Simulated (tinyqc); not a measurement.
A longer run and its error bar: q-state Potts model on a small periodic square lattice: enumeration, Metropolis, heat-bath and Wolff steps. Computed by tinyqc, a small Python program. Command: `OMP_NUM_THREADS=1 python tinyqc.py 3113785 3113786 out.jsonl potts walk`. One thread of a shared host (Intel(R) Xeon(R) Processor @ 2.30GHz), about 0.1 s of CPU time with the checks.

E = -J x (number of nearest-neighbour bonds with equal states); n x n sites with periodic edges have 2 n^2 bonds. Order parameter m = (q f - 1)/(q - 1), f being the largest share of one state. Sites are numbered row by row from 0. Here q = 2 and n = 4.

Inputs (values chosen for the exercise, for a model of domains or grain orientations): number of states q = 2; edge n = 4; coupling J = 63 meV; temperature T = 979 K; seed = 680155.

Update: heat bath.

Constants: k_B = 8.617333262e-05 eV/K.

Method:
- K = J/(k_B T); the infinite square lattice orders at K_c = ln(1 + sqrt(q)); Wolff bond probability p = 1 - exp(-K).
- All q^(n^2) states are counted by their number b of equal bonds; weights g(b) exp(K b), K = J/(k_B T). Per site: u = -J <b>/n^2, c/k_B = K^2 (<b^2> - <b>^2)/n^2.
- ln Z = ln sum g(b) exp(K b); entropy per site s/k_B = (ln Z - K <b>)/n^2.
- After 400 updates are discarded, b is recorded for 4000 sweeps of n^2 steps of the update named (random numbers not printed, so these rows are one sample). Records are averaged in blocks; the error is the scatter of block means over sqrt(number of blocks), and the last column its square over that for single records.

start states:
```
[[1, 0, 1, 1],
 [0, 0, 0, 1],
 [1, 0, 0, 1],
 [1, 1, 0, 0]]
```

K = 0.746767

<b> = 25.9039

Blocking:
```
block length  mean b    error  variance ratio
1             26.285  0.07368          1.0000
4             26.285  0.12197          2.7405
16            26.285  0.16370          4.9366
40            26.285  0.17785          5.8267
100           26.285  0.20945          8.0816
```

What does the comparison show, and why?

The run gives 26.285 +/- 0.178 (blocks of 40) against the exact 25.904, a difference of 2.1 error bars. Single records understate the error by a factor of about 2.4, because successive records are correlated.

Extremes, crossings and ranges named in words are read from the listed rows.
